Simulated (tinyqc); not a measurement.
# Worked calculation: read current of a NAND string, cells in series solved by shooting

Program tinyqc, `OMP_NUM_THREADS=1 python tinyqc.py 2142176 2142177 out.jsonl`; Intel Xeon 2.30GHz, shared host, one thread, about 0.6 s. Printed values are rounded.

Cells in series, numbered from 0 at the source line (0 V) to the bit line, each followed by a gap resistance Rg. A cell with gate Vg, threshold VT, source Vs and drain Vd passes I = 2 nf K Vt^2 [F(Vs) - F(Vd)]/(1 + th max(Vg - VT, 0)), F(V) = ln^2(1 + exp((Vg - VT - nf V)/(2 nf Vt))). The selected cell has Vg = Vr, the others Vg = Vp.

Parameters, values chosen for the exercise; values of the order met in vertical NAND strings: temperature T = 300 K; gain factor of a cell K = 4.4 uA/V^2; slope factor nf = 1.9; mobility reduction factor th = 0.09 1/V; resistance of the gap between cells Rg = 10 kohm; bit-line voltage Vbl = 0.7 V; pass voltage Vp = 7.1 V; read voltage on the selected word line Vr = 1.3 V.

Constants: q = 1.602176634e-19 C, kB = 1.380649e-23 J/K, Vt = kB T/q. Results are converted to the units shown.

## Step 1: node voltages for a trial current

first trial current = 0.36 uA
thresholds from the source end, cell 0 to 4 (V): 0.5  -1.5  4.3  -1.5  4.3

For a trial current I start at 0 V and, cell by cell (the selected one is cell 0), solve for the drain: sqrt(F(Vd)) = sqrt(F(Vs) - I/k), k = 2 nf K Vt^2/(1 + th max(Vg - VT, 0)), Vd = [Vg - VT - 2 nf Vt ln(exp(sqrt F) - 1)]/nf, then add I Rg.

node voltage after each cell and gap, trial 1, cell 0 to 4 (V): 0.133336  0.154361  0.199479  0.220770  0.268167

## Step 2: node voltages for a trial current

second trial current = 0.61 uA

As before.

node voltage after each cell and gap, trial 2, cell 0 to 4 (V): 0.285997  0.322734  0.411151  0.448827  0.548320

## Course of the secant iteration

Secant steps on the end voltage less Vbl, from the two trials; a trial above the saturation current of a cell has no solution and is moved halfway to the previous trial. Stop below 1e-9 V.

Course of the iteration:
```
iteration    I (uA)  end voltage - Vbl (V)  halvings
1          0.677677                 0.0112         1
2          0.673022               -8.58e-3         0
3          0.675041               -4.88e-4         0
4          0.675163                2.16e-5         0
5          0.675157               -5.38e-8         0
6          0.675157              -5.93e-12         0
```

Converged in 6 iterations to I = 0.67516 uA. The selected cell takes 53.5 % of the bit-line voltage and the gaps together 4.82 %.
